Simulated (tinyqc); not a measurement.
# Long-channel MOSFET, surface-potential model: effect of the temperature

n-channel transistor on a uniformly doped p-type body, gradual-channel approximation, constant mobility, Boltzmann statistics, full ionisation. Potentials are counted from the neutral body; V is the electron quasi-Fermi potential, Vsb at the source and Vsb + Vds at the drain. Charges are magnitudes per area.

Nc and Nv are given at 300 K and scale as (T/300 K)^1.5; Eg, Vfb and mu are held fixed. ni = sqrt(Nc Nv) exp(-Eg/(2 Vt)), Eg in volts; phiF = Vt ln(Na/ni); Cox = eps0 eox/tox; gamma = sqrt(2 q eps0 eps_r Na)/Cox. The surface potential psi at channel potential V solves Vgs + Vsb - Vfb - psi = gamma sqrt(G), G = psi - Vt + Vt exp((psi - 2 phiF - V)/Vt). Charge sheet: Qi = Cox gamma [sqrt(G) - sqrt(psi - Vt)]; I = mu (W/L) [integral of Qi dpsi from psi_0 to psi_L (drift) + Vt (Qi0 - QiL) (diffusion)], with psi_0 at V = Vsb and psi_L at V = Vsb + Vds. VT = Vfb + 2 phiF + gamma sqrt(2 phiF + Vsb), m = 1 + gamma/(2 sqrt(2 phiF + Vsb)). The swing is 20 mV/log10[I(VT - 0.14 V)/I(VT - 0.16 V)] of the charge-sheet current at the given Vds.

Parameters, values chosen for the exercise; material values close to those of gallium arsenide: band gap Eg = 1.43 eV; relative permittivity of the semiconductor eps_r = 12.9; conduction-band density of states at the reference temperature Nc = 4.45e17 cm^-3; valence-band density of states at the reference temperature Nv = 8.86e18 cm^-3; acceptor density of the body Na = 5.9e16 cm^-3; relative permittivity of the gate insulator eox = 24.2; insulator thickness tox = 50 nm; flat-band voltage Vfb = -0.63 V; channel mobility mu = 290 cm^2/(V s); gate width W = 5 um; gate length L = 10 um; source-body reverse bias Vsb = 0.5 V; gate-source voltage Vgs = 1.35 V; drain-source voltage Vds = 1.2 V.

Constants: q = 1.602176634e-19 C, kB = 1.380649e-23 J/K, Vt = kB T/q, eps0 = 8.8541878128e-14 F/cm where lengths are in cm. Results are converted to the units shown.

The same in every row: gamma (V^0.5) = 0.3429.

Result of one run:

| T (K) | VT (V) | m | swing (mV/decade) | I at Vgs, Vds (uA) |
|---|---|---|---|---|
| 310 | 1.062 | 1.130 | 70.52 | 1.067 |

What becomes of these results when the temperature T is changed from 310 to 400 K, all else the same?

Result of the changed run:

| T (K) | VT (V) | m | swing (mV/decade) | I at Vgs, Vds (uA) |
|---|---|---|---|---|
| 400 | 0.9694 | 1.133 | 91.70 | 1.861 |

The whole series:

| T (K) | VT (V) | m | swing (mV/decade) | I at Vgs, Vds (uA) |
|---|---|---|---|---|
| 220 | 1.146 | 1.127 | 49.74 | 0.5385 |
| 250 | 1.119 | 1.128 | 56.63 | 0.6878 |
| 280 | 1.091 | 1.129 | 63.56 | 0.8635 |
| 310 | 1.062 | 1.130 | 70.52 | 1.067 |
| 340 | 1.032 | 1.131 | 77.53 | 1.300 |
| 370 | 1.001 | 1.132 | 84.59 | 1.564 |
| 400 | 0.9694 | 1.133 | 91.70 | 1.861 |
| 430 | 0.9371 | 1.134 | 98.87 | 2.191 |

As T goes from 220 to 430 K, VT falls from 1.15 to 0.937 V, the swing rises from 49.7 to 98.9 mV a decade and the current rises from 0.539 to 2.19 uA. The swing is 1.1 % above m Vt ln 10 in the first row and 2.2 % above it in the last. In every row the surface electron density at the source passes 0.3 Nc, where degeneracy and quantisation, left out here, matter. In every row the mobility is held fixed, though a real channel mobility changes with T and would alter the trend of the current.

Numbers from tinyqc (`OMP_NUM_THREADS=1 python tinyqc.py 2360158 2360159 out.jsonl`; about 0.07 s on one thread of a shared Intel Xeon 2.30GHz).
